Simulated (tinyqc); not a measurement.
Comparisons within one model: Weaire-Thorpe hybrids on a Bethe lattice: gap and dangling bond of an amorphous tetrahedral solid. A value that a table varies takes the place of the one given here.

Four sp3 hybrids an atom at energy 0, coupled by -V1 on the atom and by -V2 along a bond; the bonds form a tree (no rings). For any network the gap runs at least from -V2 + V1 to V2 - 3 V1, and p-like states pile up at -V2 + V1 and V2 + V1. On the tree the gap is wider: it ends at Ec = -V1 + sqrt(V2^2 + 4 V1^2 - 2 sqrt3 V1 V2), which makes it well wider than the gaps of the real glasses. A branch seen from a hybrid has the self-energy S = V2^2 g, where g is the Green function of the hybrid across the bond, whose three partners carry S themselves. With a = z - V1, b = a - S: g = 1/(a + V1 b/(b + 3 V1)), z = E + i eta. A full atom has G = (1/b)(b + 3 V1)/(b + 4 V1) per hybrid; a dangling hybrid with shift dh has G = 1/(1/g - dh).

Values chosen for the exercise (of the size of tabulated hybrid energies for tetrahedral carbon; not measured data):

| symbol | value | unit | meaning |
|---|---|---|---|
| V1 | 2.06 | eV | coupling of two hybrids on one atom |
| V2 | 10.65 | eV | coupling of the two hybrids of a bond |
| eta | 0.02 | eV | broadening |
| dh | -1.11 | eV | shift of the dangling hybrid (rehybridisation) |
| VH | 4.42 | eV | coupling to a hydrogen atom |
| eH | -4.01 | eV | hydrogen level |
| E1s | -9.8 | eV | first energy |
| dE | 1.36 | eV | step |

## Bulk, dangling and hydrogenated hybrids across the gap

edges (eV): Ev -8.59000, Ec(bound) 4.47000, Ec(tree) 5.31550

Thirteen energies E1s + j dE. With hydrogen the hybrid gains the self-energy VH^2/(z - eH) and dh = 0.

Density per hybrid (1/eV):

| E (eV) | bulk | dangling | with hydrogen |
|---|---|---|---|
| -9.80 | 0.0262 | 0.0048 | 0.0070 |
| -8.44 | 0.0697 | 0.0001 | 0.0005 |
| -7.08 | 0.0008 | 0.0002 | 0.0060 |
| -5.72 | 0.0002 | 0.0003 | 0.0021 |
| -4.36 | 0.0001 | 0.0005 | 0.0004 |
| -3.00 | 0.0001 | 0.0014 | 0.0003 |
| -1.64 | 0.0001 | 0.0134 | 0.0003 |
| -0.28 | 0.0001 | 0.0113 | 0.0005 |
| 1.08 | 0.0001 | 0.0013 | 0.0018 |
| 2.44 | 0.0001 | 0.0005 | 0.2334 |
| 3.80 | 0.0001 | 0.0003 | 0.0026 |
| 5.16 | 0.0008 | 0.0003 | 0.0009 |
| 6.52 | 0.0306 | 0.0086 | 0.0175 |

Between Ev = -8.59 and Ec = 5.32 eV the bulk density is a broadening tail (least 0.0001). The dangling hybrid reaches 0.013 at -1.64 eV among these rows; its level lies at -0.989 eV, and the peak there, of width eta, is far higher unless a row falls on it. With hydrogen the largest value on the rows inside the gap, more than 0.05 eV from an edge, is 0.2334, and 1/g = VH^2/(E - eH) still has roots in this wide gap, at -6.580 and 2.566 eV.

## Level against rehybridisation

Root of 1/g(E) = dh for eta = 0 in the gap of the tree, between Ev = -V2 + V1 and Ec; a dash: none. A flatter atom makes the hybrid more p-like (dh > 0, up to V1), a more pyramidal one more s-like (dh < 0).

Level:

| dh (eV) | E (eV) | above Ev (eV) | weight |
|---|---|---|---|
| -3.0 | -2.6757 | 5.9143 | 0.889 |
| -2.5 | -2.2306 | 6.3594 | 0.891 |
| -2.0 | -1.7844 | 6.8056 | 0.893 |
| -1.5 | -1.3376 | 7.2524 | 0.894 |
| -1.0 | -0.8909 | 7.6991 | 0.893 |
| -0.5 | -0.4448 | 8.1452 | 0.891 |
| 0.0 | 0.0000 | 8.5900 | 0.888 |
| 0.5 | 0.4427 | 9.0327 | 0.883 |
| 1.0 | 0.8826 | 9.4726 | 0.876 |

A level exists for 9 of the 9 rows, from dh = -3 (5.914 eV above Ev) to 1 (9.473 eV); the gap of the tree is 13.905 eV. Its slope dE/d(dh) is the weight, largest at dh = -1.5 (0.89). A level that rises as the atom flattens is why an emptied dangling bond relaxes flat and a doubly filled one pyramidal.

## Stretching the bonds

V2 is scaled as (d0/d)^2 and V1 stays. Bound 2 V2 - 4 V1; tree V2 - 2 V1 + sqrt(V2^2 + 4 V1^2 - 2 sqrt3 V1 V2); a negative bound means that a network with rings may have no gap.

Against d/d0:

| d/d0 | V2 (eV) | V2/V1 | bound (eV) | tree (eV) |
|---|---|---|---|---|
| 0.96 | 11.556 | 5.610 | 14.872 | 15.685 |
| 0.98 | 11.089 | 5.383 | 13.938 | 14.767 |
| 1.00 | 10.650 | 5.170 | 13.060 | 13.905 |
| 1.02 | 10.236 | 4.969 | 12.233 | 13.096 |
| 1.04 | 9.847 | 4.780 | 11.453 | 12.334 |
| 1.07 | 9.302 | 4.516 | 10.364 | 11.275 |
| 1.10 | 8.802 | 4.273 | 9.363 | 10.306 |
| 1.15 | 8.053 | 3.909 | 7.866 | 8.868 |

The bound falls by 426 meV for each per cent of stretch near d0 and vanishes at d/d0 = 1.608, beyond the table. Weak, stretched bonds therefore put states closest to the edges, one origin of band tails.

## What each parameter does

Ev = -V2 + V1, conduction edge of the tree -V1 + sqrt(V2^2 + 4 V1^2 - 2 sqrt3 V1 V2), and the level that solves 1/g(E) = dh for eta = 0. Each row changes one parameter from the base and keeps the others.

Results:

| case | Ev (eV) | Ec (eV) | level (eV) | weight |
|---|---|---|---|---|
| base | -8.5900 | 5.3155 | -0.9891 | 0.893 |
| V1 = 1.98 eV | -8.6700 | 5.5071 | -0.9981 | 0.901 |
| V2 = 10.8 eV | -8.7400 | 5.4596 | -0.9923 | 0.896 |
| dh = -1.21 eV | -8.5900 | 5.3155 | -1.0785 | 0.893 |

The largest shifts from the base row, up to three for each result and ties (the steps differ in size, so this ranks the rows, not the parameters). Ev (eV): V2 -0.1500, V1 -0.0800; unchanged at the printed digits by dh. Ec (eV): V1 +0.1916, V2 +0.1441; unchanged at the printed digits by dh. level (eV): dh -0.0893, V1 -0.0090, V2 -0.0032. weight: V1 +0.008, V2 +0.003; unchanged at the printed digits by dh.

Run: tinyqc, `OMP_NUM_THREADS=1 python tinyqc.py 1452038 1452039 out.jsonl`; Intel(R) Xeon(R) Processor @ 2.30GHz, one thread, shared host; about 0.03 s of CPU time with all checks.
